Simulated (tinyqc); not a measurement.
## Abrupt p-n junction, non-linear Poisson equation by Newton steps: starts and damping rules compared

One dimension, p side on the left, n side on the right; net doping C = -Na for x < 0 and +Nd for x > 0. The potential psi is counted from the intrinsic level, and the quasi-Fermi potentials are flat: 0 for holes and -V for electrons, so n = ni exp((psi + V)/Vt) and p = ni exp(-psi/Vt) (Boltzmann statistics, full ionisation, no current). Under reverse bias this makes the minority densities vanishingly small everywhere; they play no part in the charge.

a_i = eps0 eps_r/h_i for the interval from node i to i + 1, with h_i = x_(i+1) - x_i in cm.

n_i = ni exp((psi_i + V)/Vt), p_i = ni exp(-psi_i/Vt), rho_i = p_i - n_i + C_i, g_i = (n_i + p_i)/Vt. Box widths w_i = (h_(i-1) + h_i)/2 in cm. Residual F_i = a_i (psi_(i+1) - psi_i) - a_(i-1) (psi_i - psi_(i-1)) + q rho_i w_i; Jacobian: a_(i-1) and a_i beside the diagonal, b_i = -a_(i-1) - a_i - q g_i w_i on it. The two end nodes are fixed.

Iterations until the largest undamped |d| is below 1e-9 V (the last, tiny step is counted), with a cap of 100; "overflow" would mean that an exponential left the range of double precision. Starts:
- neutral: psi_p = -Vt ln(Na/ni) on nodes with x < 0 and psi_n = Vt ln(Nd/ni) - V on the others.
- depletion: The parabolas of an abrupt Na-Nd junction in the depletion approximation: psi_p + q Na (x + xp)^2/(2 eps0 eps_r) for -xp < x < 0, psi_n - q Nd (xn - x)^2/(2 eps0 eps_r) for 0 < x < xn, flat outside, with W = sqrt(2 eps0 eps_r (psi_n - psi_p)(1/Na + 1/Nd)/q), xp = W Nd/(Na + Nd), xn = W Na/(Na + Nd), psi_p = -Vt ln(Na/ni), psi_n = Vt ln(Nd/ni) - V.
- linear: A straight line in x from psi_p = -Vt ln(Na/ni) at the first node to psi_n = Vt ln(Nd/ni) - V at the last.

Rules for the step d, which solves the tridiagonal system a_(i-1) d_(i-1) + b_i d_i + a_i d_(i+1) = -F_i:
- full Newton steps: the full step is added.
- logarithmic damping: each component d is damped to sign(d) Vt ln(1 + |d|/Vt) before it is added.
- steps capped at 4 Vt: if the largest |d| exceeds 4 Vt, the whole step is scaled down so that it equals 4 Vt.
- halved steps: half of the step is added while the largest |d| exceeds 1.5 Vt, the full step after that.

Inputs (values chosen for the exercise); band and dielectric values those of a made-up semiconductor:
- T = 450 K (temperature)
- Eg = 3.31 eV (band gap)
- eps_r = 11.9 (relative permittivity)
- Nc = 4.56e18 cm^-3 (conduction-band density of states at T)
- Nv = 1e20 cm^-3 (valence-band density of states at T)
- Na = 1.4e18 cm^-3 (acceptor density of the p side)
- Nd = 9.9e15 cm^-3 (donor density of the n side)
- V = -1.1 V (bias of the p side against the n side)

Constants: q = 1.602176634e-19 C, kB = 1.380649e-23 J/K, Vt = kB T/q, eps0 = 8.8541878128e-14 F/cm where lengths are in cm. Results are converted to the units shown.

```
node	x (nm)	net doping C (cm^-3)
0	-37.6	-1.4e18
1	-26.2	-1.4e18
2	-16.8	-1.4e18
3	-9.06	-1.4e18
4	-2.65	-1.4e18
5	2.65	9.9e15
6	17.6	9.9e15
7	59.5	9.9e15
8	178	9.9e15
9	510	9.9e15
10	1450	9.9e15
```

ni = 6.22728 cm^-3

Iterations needed:
```
	full Newton steps	logarithmic damping	steps capped at 4 Vt	halved steps
neutral	7	34	29	11
depletion	34	8	7	16
linear	31	25	21	12
```

What does the comparison show?

The fewest iterations, 7, are needed by full Newton steps from the neutral start and steps capped at 4 Vt from the depletion start. Every pairing converges. Lowest count for the worst start: halved steps, at most 16 iterations.

Program tinyqc, `OMP_NUM_THREADS=1 python tinyqc.py 2000003 2000004 out.jsonl`; Intel Xeon 2.30GHz, shared host, one thread, about 0.04 s.
